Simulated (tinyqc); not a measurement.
# Resistance of a source-drain extension with a graded tip: two studies

y runs along the channel, the gate covers y > 0. The doping is N0 for y < y0 and N0 10^(-(y - y0)/la) beyond, uniform over the depth xj. Sheet conductance s(y) = q mu(N) max(N - Nch, 0) xj + (for y > 0) ma Cox Vo, with mu(N) = u0 + (u1 - u0)/(1 + (N/Nr)^au) and Cox = eps0 eox/tox. Current is taken as one-dimensional; depletion of the tip, spreading and the contact are left out. The metallurgical junction lies at yj, where N = Nch.

Parameters, values chosen for the exercise; mobility law close to that of electrons in silicon:
- eox = 3.9 (relative permittivity of the gate insulator (close to silicon dioxide))
- tox = 1.1 nm (insulator thickness)
- N0 = 8.9e19 cm^-3 (active doping of the extension far from the gate)
- la = 4 nm/decade (lateral abruptness)
- y0 = 0 nm (position under the gate where the fall begins (gate edge at 0))
- xj = 21 nm (depth of the extension)
- Nch = 3.4e17 cm^-3 (channel doping)
- Ls = 14 nm (spacer length)
- Vo = 0.53 V (gate overdrive)
- ma = 100 cm^2/(V s) (mobility of the gate-induced layer)
- u1 = 1414 cm^2/(V s) (mobility at low doping)
- u0 = 68.5 cm^2/(V s) (mobility at high doping)
- Nr = 9.2e16 cm^-3 (reference doping)
- au = 0.711 (exponent)
- Lg = 45 nm (gate length)

Constants: q = 1.602176634e-19 C, eps0 = 8.8541878128e-14 F/cm where lengths are in cm. Results are converted to the units shown.

Each table varies one quantity; the others keep the values above.

## Abruptness at a fixed junction position

R_spacer = integral of dy/s from -Ls to 0, R_ov from 0 to yj, R_channel = (Lg - 2 yj)/(ma Cox Vo), R_total = 2 R_spacer + 2 R_ov + R_channel. Electrical length L_eff = ma Cox dR_total/d(1/Vo); R_series = R_total - L_eff/(ma Cox Vo). y0 is moved with la so that yj stays at 9.6716 nm.

The same in every row: yj (nm) = 9.672; R_channel (ohm um) = 154.2.

Abruptness at a fixed junction position:

| la (nm/decade) | R_spacer (ohm um) | R_ov (ohm um) | R_total (ohm um) | L_eff (nm) | R_series (ohm um) |
|---|---|---|---|---|---|
| 1 | 5.974 | 9.331 | 184.8 | 27.03 | 22.36 |
| 2.1 | 5.974 | 15.36 | 196.9 | 28.45 | 25.90 |
| 3.2 | 5.974 | 21.38 | 208.9 | 29.86 | 29.44 |
| 4.3 | 6.035 | 27.36 | 221.0 | 31.27 | 33.02 |
| 5.4 | 7.446 | 32.27 | 233.6 | 32.61 | 37.64 |
| 6.5 | 10.84 | 35.90 | 247.7 | 33.78 | 44.66 |
| 7.5 | 15.55 | 38.39 | 262.1 | 34.69 | 53.62 |
| 8.6 | 22.30 | 40.52 | 279.9 | 35.53 | 66.31 |

What does the comparison show, and why?

As la goes from 1 to 8.6 nm/decade, R_total rises from 185 to 280 ohm um, R_spacer rises from 5.97 to 22.3 ohm um and R_ov rises from 9.33 to 40.5 ohm um. R_total changes on average by 12.5 ohm um for each nm/decade. L_eff exceeds the metallurgical length by 1.37 nm in the first row and 9.87 nm in the last, since the gate also controls the lightly doped tips.

## Effect of the gate overdrive

Same model as above.

The same in every row: yj (nm) = 9.672; R_spacer (ohm um) = 5.974.

Effect of the gate overdrive:

| Vo (V) | R_ov (ohm um) | R_channel (ohm um) | R_total (ohm um) | L_eff (nm) | R_series (ohm um) |
|---|---|---|---|---|---|
| 0.15 | 50.82 | 544.9 | 658.4 | 27.89 | 66.09 |
| 0.3 | 35.79 | 272.4 | 356.0 | 29.33 | 44.53 |
| 0.45 | 28.43 | 181.6 | 250.4 | 30.41 | 35.17 |
| 0.6 | 23.86 | 136.2 | 195.9 | 31.27 | 29.86 |
| 0.75 | 20.70 | 109.0 | 162.3 | 31.99 | 26.43 |
| 0.9 | 18.35 | 90.81 | 139.5 | 32.61 | 24.03 |
| 1.05 | 16.53 | 77.84 | 122.8 | 33.15 | 22.26 |
| 1.2 | 15.06 | 68.11 | 110.2 | 33.63 | 20.91 |

What does the comparison show?

As Vo goes from 0.15 to 1.2, R_total falls from 658 to 110 ohm um, L_eff rises from 27.9 to 33.6 nm and R_series falls from 66.1 to 20.9 ohm um. Both extracted quantities depend on the overdrive at which they are taken.

Computed by the program tinyqc: `OMP_NUM_THREADS=1 python tinyqc.py 2282187 2282188 out.jsonl`, one thread of a shared Intel Xeon 2.30GHz, about 0.03 s for the whole run.
